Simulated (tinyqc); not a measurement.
p-n heterojunction, non-linear Poisson equation by Newton steps, Fermi-Dirac statistics: one step of the calculation.

One dimension, material 1 (p-type) at x < 0 and material 2 (n-type) at x > 0. Band edges: Ec = -psi in material 1 and -psi + dEc in material 2, Ev = Ec - Eg. Flat quasi-Fermi levels: 0 for holes, +V for electrons. n = Nc F((EFn - Ec)/Vt), p = Nv F((Ev - EFp)/Vt), with F(eta) = F_1/2(eta) = (2/sqrt(pi)) int_0^infinity sqrt(u) du/(1 + exp(u - eta)) (Fermi-Dirac statistics); full ionisation, no interface charge, classical densities; the doping types are chosen for the exercise.

Problem. Newton step. Solve the tridiagonal system a_(i-1) d_(i-1) + b_i d_i + a_i d_(i+1) = -F_i for nodes 1 to 12, with d = 0 on fixed nodes. Each component d is damped to sign(d) Vt ln(1 + |d|/Vt) before it is added.

Values chosen for this exercise: temperature T = 300 K.

Constants: q = 1.602176634e-19 C, kB = 1.380649e-23 J/K, Vt = kB T/q. Results are converted to the units shown.

coupling a_i, interval 0 to 12 (F/cm^2): 2.7820535e-7  4.2782840e-7  6.5271256e-7  1.0081501e-6  1.5427751e-6  2.3679805e-6  3.7289959e-6  3.2465355e-6  2.7683636e-6  2.3650259e-6  1.9839939e-6  1.7005662e-6  1.4284756e-6

```
node  diagonal b (F/cm^2)  residual F (C/cm^2)
1           -1.2287030e-5       -2.5319609e-10
2           -6.9959411e-6        -1.7101549e-8
3           -2.2984614e-6        -2.7259723e-8
4           -2.5556770e-6         8.2444032e-8
5           -3.9107582e-6         1.0711313e-7
6           -6.0969770e-6         2.4720786e-8
7           -6.9755326e-6         1.0481213e-7
8           -6.0153040e-6         4.5038298e-8
9           -5.2039299e-6         3.6591442e-8
10          -6.8386237e-6         2.3199529e-8
11          -1.5646500e-5        -1.2259314e-7
12          -1.7513546e-5        -7.4974841e-8
```

psi after iteration 1, node 0 to 13 (V): -1.0137494  -1.0134978  -1.0070805  -0.9602558  -0.8446910  -0.6611838  -0.4731611  -0.3375247  -0.1915926  -0.0622757  0.0256706  0.0624684  0.0629804  0.0578730

Find: Newton step d, before damping; psi after iteration 2.

Solution.

Newton step d, before damping, node 1 to 12 (V): 0.00023  0.00725  0.10376  0.25890  0.30764  0.29416  0.27897  0.22924  0.15469  0.05656  -0.00114  -0.00439
psi after iteration 2, node 0 to 13 (V): -1.0137  -1.0133  -1.0007  -0.9186  -0.7827  -0.5951  -0.4081  -0.2737  -0.1324  -0.0120  0.0556  0.0614  0.0589  0.0579

Program tinyqc, `OMP_NUM_THREADS=1 python tinyqc.py 2040141 2040142 out.jsonl`; Intel Xeon 2.30GHz, shared host, one thread, about 0.2 s.
